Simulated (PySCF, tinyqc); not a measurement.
Inside a calculation. Method: G0W0 on RHF in the sto-3g basis, for Be, spin multiplicity 1. The lowest restricted solution is unstable here: a spin-polarised one lies 0.0012 hartree lower (PySCF). One step of it, computed by the program tinyqc.

Problem. Iteration 1: building the Fock matrix. J_ij = sum D_kl (ij|kl), K_ij = sum D_kl (ik|jl); F = H + J - 0.5 K; E = tr D H + tr D J / 2 - 0.25 tr D K + E_nn.

D at the start, lower triangle:
```
            1Be 1s    1Be 2s   1Be 2px   1Be 2py   1Be 2pz
1Be 1s    2.144425
1Be 2s   -0.556515  2.144425
1Be 2px   0.000000  0.000000  0.000000
1Be 2py   0.000000  0.000000  0.000000  0.000000
1Be 2pz   0.000000  0.000000  0.000000  0.000000  0.000000
```

core Hamiltonian H = T + V (hartree), lower triangle:
```
            1Be 1s     1Be 2s    1Be 2px    1Be 2py    1Be 2pz
1Be 1s   -7.867117
1Be 2s   -1.932258  -2.102157
1Be 2px   0.000000   0.000000  -1.634157
1Be 2py   0.000000   0.000000   0.000000  -1.634157
1Be 2pz   0.000000   0.000000   0.000000   0.000000  -1.634157
```

Two-electron integrals (ij|kl) in chemists' order, unique and non-zero (hartree):
```
(11|11) 2.298831   (21|11) 0.392036   (21|21) 0.079539   (22|11) 0.570988
(22|21) 0.143041   (22|22) 0.417683   (31|31) 0.014607   (32|31) 0.021888
(32|32) 0.092265   (33|11) 0.569578   (33|21) 0.143083   (33|22) 0.417589
(33|33) 0.449859   (41|41) 0.014607   (42|41) 0.021888   (42|42) 0.092265
(43|43) 0.024249   (44|11) 0.569578   (44|21) 0.143083   (44|22) 0.417589
(44|33) 0.401360   (44|44) 0.449859   (51|51) 0.014607   (52|51) 0.021888
(52|52) 0.092265   (53|53) 0.024249   (54|54) 0.024249   (55|11) 0.569578
(55|21) 0.143083   (55|22) 0.417589   (55|33) 0.401360   (55|44) 0.401360
(55|55) 0.449859
```

nuclear repulsion = 0 hartree

Give: Coulomb J; exchange K; Fock matrix F; total energy of this density.

Solution.

Coulomb J (hartree), lower triangle:
```
         1Be 1s  1Be 2s  1Be 2px  1Be 2py  1Be 2pz
1Be 1s    5.718
1Be 2s    1.059   1.961
1Be 2px   0.000   0.000    1.958
1Be 2py   0.000   0.000    0.000    1.958
1Be 2pz   0.000   0.000    0.000    0.000    1.958
```

exchange K (hartree), lower triangle:
```
         1Be 1s  1Be 2s  1Be 2px  1Be 2py  1Be 2pz
1Be 1s    4.664
1Be 2s    0.785   0.907
1Be 2px   0.000   0.000    0.205
1Be 2py   0.000   0.000    0.000    0.205
1Be 2pz   0.000   0.000    0.000    0.000    0.205
```

Fock matrix F (hartree), lower triangle:
```
         1Be 1s  1Be 2s  1Be 2px  1Be 2py  1Be 2pz
1Be 1s   -4.481
1Be 2s   -1.266  -0.595
1Be 2px   0.000   0.000    0.221
1Be 2py   0.000   0.000    0.000    0.221
1Be 2pz   0.000   0.000    0.000    0.000    0.221
```

total energy of this density = -14.35188 hartree
